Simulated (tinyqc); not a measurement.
Monte Carlo simulation of one carrier in a uniform electric field: one step, computed by the program tinyqc.

The force e F acts along +z. Flights end at the constant total rate Gamma; the part of Gamma that the real rates do not fill is self-scattering, which leaves k unchanged. One valley, no impurities; equivalent final valleys enter only through Z_f in the optical rate.

Problem. Scattering event 1. Kane band: hbar^2 k^2/(2 m) = E (1 + alpha E), speed v = hbar k/(m (1 + 2 alpha E)), states per spin, volume and energy g(E) = m k (1 + 2 alpha E)/(2 pi^2 hbar^2); overlap factors are set to 1. Masses are multiplied by m_0 and all formulas are in SI units. Phonon occupation N_q = 1/(exp(hbar w/(k_B T)) - 1). Acoustic deformation potential (elastic, equipartition, absorption and emission together): 1/tau = 2 pi k_B T D_A^2 g(E)/(hbar rho v_l^2). Optical or intervalley deformation potential: 1/tau = (pi Z_f D_o^2/(rho w)) [N_q g(E + hbar w) + (N_q + 1) g(E - hbar w)], with g = 0 below the band edge. Choice: with cumulative rates in the order acoustic, absorption, emission, the process is the first whose sum exceeds r2 Gamma; if none, self-scattering. Final state: E' = E, E + hbar w or E - hbar w gives k'. Isotropic processes: cos(theta) = 1 - 2 r3 from the z axis, phi = 2 pi r4, k' (sin theta cos phi, sin theta sin phi, cos theta). Use row 1 of the random numbers.

Inputs (values chosen for the exercise, modelled on electrons in silicon):
```
quantity,value,unit
effective mass m,0.322,m_0
non-parabolicity alpha,0.5,1/eV
density rho,2329,kg/m^3
sound velocity v_l,9100,m/s
acoustic deformation potential D_A,9.6,eV
phonon energy hbar w,60.2,meV
optical or intervalley deformation potential D_o,5.2,1e8 eV/cm
final valleys Z_f,5,-
lattice temperature T,150,K
```

Crystal: non-polar. Band: Kane.

k at the end of the flight (1/nm): [-0.0870000, -0.2700000, -0.1875373]

Random numbers (0.02 to 0.98, from up to 60 sets tried for early real events), one row a flight:
```
,r1,r2,r3,r4
1,0.8105,0.6694,0.7713,0.6673
2,0.5357,0.0275,0.0390,0.1643
3,0.5636,0.1331,0.2859,0.4185
4,0.6958,0.3694,0.1623,0.3224
5,0.2847,0.9158,0.5012,0.8202
6,0.8604,0.3194,0.9157,0.1365
7,0.8784,0.8203,0.9190,0.5257
```

Gamma = 35.85792 1e12/s

Constants: hbar = 1.054571817e-34 J s; m_0 = 9.1093837015e-31 kg; e = 1.602176634e-19 C; k_B = 1.380649e-23 J/K; hbar = 6.582119569e-16 eV s; k_B = 8.617333262e-05 eV/K.

Give: cumulative rates; r2 Gamma; process chosen; k after event 1, the start of the next flight.

Solution.

cumulative rates (1e12/s): acoustic 0.6971, absorption 0.7536, emission 0.7536

r2 Gamma = 24.00 1e12/s

Process chosen: self-scattering

k after event 1, the start of the next flight (1/nm): [-0.0870, -0.2700, -0.1875]
